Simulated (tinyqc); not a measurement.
# Long-channel MOSFET, surface-potential model: what changes with what

n-channel transistor on a uniformly doped p-type body, gradual-channel approximation, constant mobility, Boltzmann statistics, full ionisation. Potentials are counted from the neutral body; V is the electron quasi-Fermi potential, Vsb at the source and Vsb + Vds at the drain. Charges are magnitudes per area.

Parameters, values chosen for the exercise; material values close to those of gallium nitride: temperature T = 293 K; band gap Eg = 3.45 eV; relative permittivity of the semiconductor eps_r = 9.49; conduction-band density of states at T Nc = 2.25e18 cm^-3; valence-band density of states at T Nv = 4.47e19 cm^-3; acceptor density of the body Na = 4.2e15 cm^-3; relative permittivity of the gate insulator eox = 21.6; insulator thickness tox = 160 nm; flat-band voltage Vfb = -2.86 V; channel mobility mu = 140 cm^2/(V s); gate width W = 5 um; gate length L = 5 um; source-body reverse bias Vsb = 0 V; gate-source voltage Vgs = 0.66 V; drain-source voltage Vds = 2 V.

Constants: q = 1.602176634e-19 C, kB = 1.380649e-23 J/K, Vt = kB T/q, eps0 = 8.8541878128e-14 F/cm where lengths are in cm. Results are converted to the units shown.

Each table varies one quantity; the others keep the values above.

## Transfer curve from weak to strong inversion

ni = sqrt(Nc Nv) exp(-Eg/(2 Vt)), Eg in volts; phiF = Vt ln(Na/ni); Cox = eps0 eox/tox; gamma = sqrt(2 q eps0 eps_r Na)/Cox. The surface potential psi at channel potential V solves Vgs + Vsb - Vfb - psi = gamma sqrt(G), G = psi - Vt + Vt exp((psi - 2 phiF - V)/Vt). Charge sheet: Qi = Cox gamma [sqrt(G) - sqrt(psi - Vt)]; I = mu (W/L) [integral of Qi dpsi from psi_0 to psi_L (drift) + Vt (Qi0 - QiL) (diffusion)], with psi_0 at V = Vsb and psi_L at V = Vsb + Vds. Pao-Sah: Qi(V) = (Cox gamma/2) integral from 3 Vt to psi of exp((u - 2 phiF - V)/Vt)/sqrt(G(u, V)) du, and I = mu (W/L) integral of Qi dV from Vsb to Vsb + Vds. Square law: VT = Vfb + 2 phiF + gamma sqrt(2 phiF + Vsb), m = 1 + gamma/(2 sqrt(2 phiF + Vsb)), I = mu Cox (W/L) [(Vgs - VT) v - m v^2/2] with v the smaller of Vds and (Vgs - VT)/m, and zero below VT. gm = dI/dVgs of the charge-sheet current.

Transfer curve from weak to strong inversion:
```
Vgs (V)	I, charge sheet (uA)	I, Pao-Sah (uA)	drift share (%)	gm/I (1/V)	I, square law (uA)
0.49	6.542e-7	6.572e-7	0.002830	36.40	0
0.61	5.166e-5	5.188e-5	0.2228	36.37	0
0.74	0.004860	0.004897	15.17	30.79	0.02004
0.86	0.07214	0.07335	57.25	15.39	0.2261
0.99	0.3157	0.3219	76.40	8.493	0.7010
1.11	0.7328	0.7474	83.78	5.846	1.372
1.24	1.407	1.434	88.01	4.332	2.350
1.36	2.240	2.282	90.37	3.484	3.485
1.49	3.377	3.438	92.09	2.869	4.967
```

What does the table show?

The charge-sheet current rises from 6.54e-7 to 3.38 uA. In the first row gm/I is 36.4 1/V, a swing of 63.3 mV a decade, against Vt ln 10 = 58.1 mV a decade for an ideal gate; in the last it is 2.87 1/V. Drift passes half of the current at Vgs = 0.86 V among the rows listed (VT = 0.689 V). The charge sheet departs most from Pao-Sah at Vgs = 1.11 V, where it is 2.0 % below it. In the last row the square law is 44 % above Pao-Sah. For Vgs = 1.11 to 1.49 V the surface electron density at the source passes 0.3 Nc, where degeneracy and quantisation, left out here, matter.

## Effect of the source-body reverse bias

VT = Vfb + 2 phiF + gamma sqrt(2 phiF + Vsb), m = 1 + gamma/(2 sqrt(2 phiF + Vsb)). The swing is 20 mV/log10[I(VT - 0.14 V)/I(VT - 0.16 V)] of the charge-sheet current at the given Vds.

The same in every row: gamma (V^0.5) = 0.2813.

Effect of the source-body reverse bias:
```
Vsb (V)	VT (V)	m	swing (mV/decade)	I at Vgs, Vds (uA)
0	0.6891	1.080	63.23	3.161e-4
0.5	0.7278	1.075	62.82	7.074e-5
1	0.7639	1.070	62.49	1.727e-5
1.5	0.7978	1.066	62.23	4.558e-6
2	0.8299	1.063	62.00	1.286e-6
2.5	0.8604	1.060	61.81	3.850e-7
3	0.8896	1.057	61.65	1.212e-7
```

Read the table: what changes, and by how much?

As Vsb goes from 0 to 3 V, VT rises from 0.689 to 0.890 V, the swing falls from 63.2 to 61.6 mV a decade and the current falls from 3.16e-4 to 1.21e-7 uA. The swing is 0.66 % above m Vt ln 10 in the first row and 0.30 % above it in the last. The gate voltage is below VT in 7 of the 7 rows.

## Transfer curve from weak to strong inversion

Same model as above.

Result of one run:
```
Vgs (V)	I, charge sheet (uA)	I, Pao-Sah (uA)	drift share (%)	gm/I (1/V)	I, square law (uA)
0.67	4.526e-4	4.547e-4	1.889	35.76	0
```

What becomes of these results when the gate-source voltage Vgs is changed from 0.67 to 0.84 V, all else the same?

Result of the changed run:
```
Vgs (V)	I, charge sheet (uA)	I, Pao-Sah (uA)	drift share (%)	gm/I (1/V)	I, square law (uA)
0.84	0.05207	0.05289	52.03	17.28	0.1763
```

The whole series:
```
Vgs (V)	I, charge sheet (uA)	I, Pao-Sah (uA)	drift share (%)	gm/I (1/V)	I, square law (uA)
0.49	6.542e-7	6.572e-7	0.002830	36.40	0
0.67	4.526e-4	4.547e-4	1.889	35.76	0
0.84	0.05207	0.05289	52.03	17.28	0.1763
1.01	0.3720	0.3793	78.03	7.909	0.7973
1.19	1.120	1.142	86.66	4.815	1.943
1.36	2.240	2.282	90.37	3.484	3.485
1.54	3.879	3.948	92.60	2.685	5.607
1.71	5.863	5.961	93.94	2.204	8.071
1.89	8.429	8.563	94.92	1.851	11.17
```

The charge-sheet current rises from 6.54e-7 to 8.43 uA. In the first row gm/I is 36.4 1/V, a swing of 63.3 mV a decade, against Vt ln 10 = 58.1 mV a decade for an ideal gate; in the last it is 1.85 1/V. Drift passes half of the current at Vgs = 0.84 V among the rows listed (VT = 0.689 V). The charge sheet departs most from Pao-Sah at Vgs = 1.01 V, where it is 1.9 % below it. In the last row the square law is 30 % above Pao-Sah. For Vgs = 1.19 to 1.89 V the surface electron density at the source passes 0.3 Nc, where degeneracy and quantisation, left out here, matter.

Computed by the program tinyqc: `OMP_NUM_THREADS=1 python tinyqc.py 2360083 2360084 out.jsonl`, one thread of a shared Intel Xeon 2.30GHz, about 0.05 s for the whole run.
